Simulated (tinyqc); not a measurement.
# p-n diode, drift-diffusion by the Gummel loop with Scharfetter-Gummel fluxes: effects of single changes

Abrupt junction at x = 0, p side from -Lp, n side to Ln, ohmic contacts. psi is counted from the intrinsic level; n = ni exp((psi - phin)/Vt), p = ni exp((phip - psi)/Vt). Contacts: p side psi = V - Vt ln(Na/ni), p = Na, n = ni^2/Na; n side psi = Vt ln(Nd/ni), n = Nd, p = ni^2/Nd. Constant mobilities, D = mu Vt, Boltzmann statistics, SRH recombination through a mid-gap level, U = (n p - ni^2)/(tp (n + ni) + tn (p + ni)). Current is positive from the p contact to the n contact.

Inputs (values chosen for the exercise); band and dielectric values close to those of silicon:

| symbol | value | unit | meaning |
|---|---|---|---|
| T | 300 | K | temperature |
| Eg | 1.13 | eV | band gap |
| eps_r | 11.9 |  | relative permittivity |
| Nc | 2.77e19 | cm^-3 | conduction-band density of states at T |
| Nv | 2.64e19 | cm^-3 | valence-band density of states at T |
| Na | 2e16 | cm^-3 | acceptor density of the p side |
| Nd | 7.3e15 | cm^-3 | donor density of the n side |
| mun | 1200 | cm^2/(V s) | electron mobility |
| mup | 360 | cm^2/(V s) | hole mobility |
| tn | 4e-7 | s | SRH lifetime of electrons |
| tp | 4e-9 | s | SRH lifetime of holes |
| Lp | 1.7 | um | length of the p side |
| Ln | 1.2 | um | length of the n side |
| G | 0 | cm^-3 s^-1 | uniform generation rate |

Constants: q = 1.602176634e-19 C, kB = 1.380649e-23 J/K, Vt = kB T/q, eps0 = 8.8541878128e-14 F/cm where lengths are in cm. Results are converted to the units shown.

Each table varies one quantity; the others keep the values above.

## Current against voltage in the dark

ni = sqrt(Nc Nv) exp(-Eg/(2 Vt)), Eg in volts. Poisson and both continuity equations are solved self-consistently with Scharfetter-Gummel fluxes on a graded mesh of 500 nodes. J_scr is q times the integral of U between -xp and xn. Ideal diffusion current J_id = q ni^2 [Dn coth(wp/Le)/(Le Na) + Dp coth(wn/Lh)/(Lh Nd)] (exp(V/Vt) - 1), Le = sqrt(Dn tn), Lh = sqrt(Dp tp), wp = Lp - xp, wn = Ln - xn, with xp and xn from the depletion approximation (W = sqrt(2 eps0 eps_r (Vbi - V)(1/Na + 1/Nd)/q), xp = W Nd/(Na + Nd), xn = W Na/(Na + Nd), Vbi = Vt ln(Na Nd/ni^2)). Ideality factor = 0.004 V/(Vt ln[J(V + 0.004 V)/J(V)]). Here G = 0.

In this table G = 0 cm^-3 s^-1.

Current against voltage in the dark:
columns A: V (V); B: J (A/cm^2); C: ideality factor; D: J_scr/J (%); E: J_id (A/cm^2); F: share recombining at the contacts (%); G: larger minority/doping at -xp and xn
```
A           B     C      D        E     F         G
0.15  1.19e-6  1.56   91.7  9.87e-8  7.71  7.27e-10
0.2   4.07e-6  1.55   83.5  6.79e-7  15.4   5.00e-9
0.26  1.95e-5  1.39   65.1  6.85e-6  32.5   5.05e-8
0.32  1.16e-4  1.21   40.8  6.91e-5  55.0   5.10e-7
0.38  8.71e-4  1.10   20.8  6.96e-4  73.4   5.13e-6
0.44  0.00765  1.04   9.42  0.00701  83.8   5.14e-5
0.5    0.0723  1.03   3.84   0.0705  88.9   5.11e-4
0.55    0.477  1.03   1.46    0.482  91.8   0.00342
0.61     4.49  1.05  0.285     4.84  96.3    0.0313
```

J rises from 1.19e-6 to 4.49 A/cm^2; the ideality factor goes from 1.56 through a minimum of 1.03 (at V = 0.5 V among the rows listed) to 1.05. Recombination in the depleted layer carries over half of the current up to V = 0.26 V, where the factor is 1.39; it grows roughly as exp(V/2 Vt), so diffusion overtakes it. Where the factor is lowest (V = 0.5 V), J is 2.5 % above the ideal diffusion current.

## Effect of the SRH lifetime of holes at fixed bias

Same model as above.

In this table V = 0.44 V.

Effect of the SRH lifetime of holes at fixed bias:
columns A: tp (s); B: J (A/cm^2); C: ideality factor; D: J_scr/J (%); E: J_id (A/cm^2); F: share recombining at the contacts (%); G: larger minority/doping at -xp and xn
```
A            B     C      D        E     F        G
1e-11   0.0360  1.48   25.7   0.0425  7.92  3.88e-5
1e-10   0.0194  1.22   26.5   0.0154  19.2  4.66e-5
1e-9   0.00948  1.08   17.1  0.00796  62.8  5.08e-5
1e-8   0.00715  1.03   5.85  0.00681  91.2  5.15e-5
1e-7   0.00671  1.01   1.61  0.00669  98.0  5.16e-5
1e-6   0.00662  1.01  0.444  0.00667  99.5  5.16e-5
1e-5   0.00660  1.01  0.129  0.00667  99.8  5.16e-5
```

As tp rises from 1e-11 to 1e-5, J falls from 0.0360 to 0.00660 A/cm^2, the share of the depleted layer goes from 25.7 through a maximum of 26.5 (at tp = 1e-10 among the rows listed) to 0.129 % and the share lost at the contacts rises from 7.92 to 99.8 %. The exponent d ln J/d ln tp is -0.27 between the first two rows and 0.00 between the last two. J less J_scr is 1.2 % below J_id in the last row.

Computed by the program tinyqc: `OMP_NUM_THREADS=1 python tinyqc.py 2240023 2240024 out.jsonl`, one thread of a shared Intel Xeon 2.30GHz, about 0.1 s for the whole run.
